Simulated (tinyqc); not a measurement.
Inside a calculation: six-band hole subbands of a thin body in a field. Values are carried at full precision from step to step, so a last printed digit may differ when a step is redone from the rounded ones.

Constants: hbar^2/2m0 = 3.80998211 eV angstrom^2.

Parameters, chosen for this exercise (near those of a p-type Ge channel; not measured data): g1 = 13.4 (Luttinger gamma1); g2 = 4.26 (gamma2); g3 = 5.68 (gamma3); face = 110 (surface); Dso = 0.289 eV (spin-orbit splitting); b = -2.59 eV (tetragonal potential); d = -5.34 eV (trigonal potential); S = (9.81, -2.72, 15.2) 1/TPa (compliances s11, s12, s44); t = 40 angstrom (body thickness); F = 0.8 MV/cm (field across the body); sx = 0 GPa (stress along the channel [1-10], negative in compression); kmax = 0.08 1/angstrom (end of the path).

## Confinement masses without spin-orbit coupling

C(n n^T)/c has C_XX = (g1 + 4 g2) nx^2 + (g1 - 2 g2)(ny^2 + nz^2) and C_XY = 6 g3 nx ny, n the unit normal; its eigenvalues are the inverse masses along n.

C(n n^T)/c, lower triangle:
```
         X        Y       Z
X  17.6600
Y  17.0400  17.6600
Z        0        0  4.8800
```

masses (m0): 1.6129  0.2049  0.0288

The heaviest mass, 1.61, comes from a near cancellation among the gammas, so a few per cent in them move it strongly.

## The matrix for one sine at q = 0

Basis X, Y, Z times spin, hole energies counted downwards from the unstrained edge (the hydrostatic shift is left out), c = hbar^2/2m0. For a symmetric tensor T let C(T) have C_XX = L Txx + M (Tyy + Tzz), C_XY = N Txy (cyclic), L = c (g1 + 4 g2), M = c (g1 - 2 g2), N = 6 c g3. k = q + kz n, n the unit normal, q = k1 u + k2 v with u along the channel [1-10] and v = n x u. H = C(k k^T) + (Dso/3)(1 - L.sigma) - B + e F z with (L_k)_ij = -i epsilon_kij; B is the block C built from the traceless strain with 2b, -b and sqrt(3) d in place of L, M, N. Strain: exx = eyy = (s11 + s12) sx/2, ezz = s12 sx, exy = -s44 sx/4. Hard walls at z = 0 and t; basis sin(j pi z/t), j = 1 to Nz: kz^2 = (j pi/t)^2, kz = -i D with D_jl = 4 j l/(t (j^2 - l^2)), z_jj = t/2 and z_jl = -8 t j l/(pi (j^2 - l^2))^2 for j + l odd; 1 MV/cm = 0.01 eV/angstrom.

Nz = 1, in meV.

H (meV), lower triangle (Hermitian):
```
               X+       Y+      Z+             X-      Y-      Z-
X+         671.38
Y+  400.47-96.33i   671.38
Z+              0        0  371.02
X-              0        0   96.33         671.38
Y-              0        0  96.33i  400.47+96.33i  671.38
Z-         -96.33  -96.33i       0              0       0  371.02
```

## Its levels

Diagonalise; the levels come in pairs. Give each pair and its weights on X, Y, Z, summed over spin and averaged over the pair.

levels (meV): 211.06  403.53  1099.18

weights:
```
   pair 1  pair 2  pair 3
X   0.376   0.134   0.489
Y   0.376   0.134   0.489
Z   0.247   0.731   0.022
```

## More sines

The four lowest pairs at q = 0.

Hole energies (meV):

| Nz | pair 1 | pair 2 | pair 3 | pair 4 |
|---|---|---|---|---|
| 1 | 211.06 | 403.53 | 1099.18 | - |
| 2 | 182.43 | 315.76 | 398.01 | 741.49 |
| 4 | 177.33 | 281.01 | 380.54 | 399.97 |
| 8 | 177.23 | 280.32 | 377.69 | 399.29 |
| 16 | 177.23 | 280.32 | 377.69 | 399.29 |

One sine is 33.83 meV off in the top subband, since the field mixes the sines. The second pair lies 103.1 meV deeper.

## Dispersion of the top subband

Nz = 14; the two lowest levels (spin-split where the field breaks inversion), in meV from their value at q = 0.

Energies (meV):

| \|q\| (1/angstrom) | u a | u b | v a | v b |
|---|---|---|---|---|
| 0.020 | 32.52 | 37.50 | 10.62 | 11.84 |
| 0.040 | 114.30 | 123.86 | 37.13 | 42.88 |
| 0.060 | 179.64 | 199.34 | 73.42 | 87.36 |
| 0.080 | 235.77 | 248.10 | 118.61 | 143.65 |

From the mean of each pair in the first row, c q^2/E gives 0.04 m0 along u and 0.14 m0 along v. The largest distance between a and b in the table is 25.04 meV. These masses hold for the first row only: the band bends further out.

## Checks

- Top level at q = 0 on (001) without field and stress against c (g1 - 2 g2)(pi/t)^2, eV: both 0.11469.
- Hermiticity, and E(q) against E(-q): they agree to 1e-10 or better.

Computed by tinyqc, a small Python program: `OMP_NUM_THREADS=1 python tinyqc.py 1280934 1280935 out.jsonl` (the numbers bound the seed that draws the inputs); one thread of a shared host (Intel(R) Xeon(R) Processor @ 2.30GHz), about 0.4 s for the whole set of steps.
